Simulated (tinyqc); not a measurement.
# Changing the displacement dQ

Model: configuration-coordinate model of a defect: Huang-Rhys factor and luminescence line shape. Computed by tinyqc, a small Python program. Command: `OMP_NUM_THREADS=1 python tinyqc.py 3001707 3001708 out.jsonl ccline sweep`. One thread of a shared host (Intel(R) Xeon(R) Processor @ 2.30GHz), about 0.04 s of CPU time with the checks.

Ground state E_g(Q) = (1/2) omega_g^2 Q^2; excited state E_e(Q) = E_0 + (1/2) omega_e^2 (Q - dQ)^2 with omega_e = omega_g and E_0 = E_ZPL. Q is mass-weighted; the dipole does not depend on Q (Condon approximation).

Inputs (values chosen for the exercise, for a model defect in a wide-gap host):
```
quantity                          value        unit
zero-phonon energy E_ZPL           2.38          eV
ground-state phonon hbar omega_g   83.3         meV
temperature T                         4           K
refractive index n_r                2.2           -
transition dipole mu                  2  e angstrom
quenching prefactor nu_0          3e+12         1/s
```

Modes: equal frequencies in both states.

Constants: hbar^2/u = 4.18015928e-03 eV angstrom^2; k_B = 8.617333262e-05 eV/K; hbar = 6.582119569e-16 eV s; e = 1.602176634e-19 C; eps_0 = 8.8541878128e-12 F/m; hbar = 1.054571817e-34 J s; c = 299792458 m/s.

Method:
- S = hbar omega dQ^2/(2 hbar^2/u) for each state; relaxation energy S hbar omega; absorption at E_0 + S_e hbar omega_e, emission at E_0 - S_g hbar omega_g; the Stokes shift is their difference.
- Overlaps <m_e|n_g> of harmonic-oscillator functions (Hermite recursion, positive leading coefficients) by a sum over an even grid (700 points from x = -9 to 9 + d for the small table, 1500 points from -16 to 16 + d for the thermal sums), with x = Q sqrt(omega_g/hbar), d = sqrt(2 S_g) and frequency ratio omega_e/omega_g.
- Initial levels m = 0..24 carry Boltzmann weights exp(-m hbar omega_e/k_B T), normalised; final levels n = 0..79; a line lies at E_ZPL + m hbar omega_e - n hbar omega_g with weight w_m <m|n>^2. Moments are taken over these weights without the E^3 factor; FWHM = 2 sqrt(2 ln 2) x standard deviation; the zero-phonon weight is the sum of w_m <m|m>^2.
- The curves cross at the root Q_c nearest dQ; the barrier is (1/2) omega_e^2 (Q_c - dQ)^2, with (1/2) omega^2 = (hbar omega)^2/(2 hbar^2/u). k_r = n_r omega^3 mu^2/(3 pi eps_0 hbar c^3) at the vertical emission energy, without local-field correction; k_nr = nu_0 exp(-barrier/k_B T) (Mott-Seitz); yield = k_r/(k_r + k_nr); T_1/2 = barrier/(k_B ln(nu_0/k_r)).

One run for each value; columns: (1) displacement dQ (u^(1/2) angstrom); (2) S_g; (3) zero-phonon weight; (4) FWHM from the second moment (eV); (5) vertical emission energy (eV); (6) classical barrier (eV); (7) quenching temperature T_1/2 (K):
```
(1)      (2)         (3)      (4)     (5)     (6)    (7)
0.40   1.594  2.0307e-01  0.24767  2.2472  9.5069  12290
0.48   2.296  1.0070e-01  0.29720  2.1888  6.2631   8026
0.59   3.468  3.1168e-02  0.36531  2.0911  3.7837   4777
0.71   5.023  6.5866e-03  0.43961  1.9616  2.2992   2843
0.87   7.542  5.3057e-04  0.53868  1.7518  1.2212   1457
1.10  12.056  5.8089e-06  0.68109  1.3757  0.4711    523
1.30  16.839  4.8645e-08  0.80493  0.9773  0.1702    172
```

Over the rows, S_g rises from 1.59 to 16.8 (exponent d ln y / d ln x about 2.0 throughout); zero-phonon weight falls from 0.203 to 4.86e-8 (exponent d ln y / d ln x -3.8 between the first rows and -29 between the last); FWHM from the second moment (eV) rises from 0.248 to 0.805 (exponent d ln y / d ln x about 1.00 throughout). The exponent of S_g stays at 2: S goes as dQ^2. The exponent of FWHM from the second moment stays at 1: the width goes as sqrt(S). A larger displacement widens and lowers the band and brings the crossing down, so strongly coupled centres quench first. Left out: 1.60, 1.90 (the relaxation energy takes most of the transition energy).

Caution (rows 0.400, 0.480): for small S the spectrum is a set of resolved lines, and a Gaussian width has little meaning. Caution (rows 0.400, 0.480, 0.590): the curves cross far outside the range of the harmonic model, so the barrier and T_1/2 have no quantitative meaning. Caution (rows 0.870, 1.10, 1.30): the band is wide against its energy, so the E^3 factor left out of the moments shifts the observed peak up. Caution (rows 1.10, 1.30): the barrier is below the relaxation energy of the excited state, so vertical excitation lands above the crossing and may bypass luminescence (Dexter-Klick-Russell rule).

Extremes, crossings and ranges named in words are read from the listed rows.
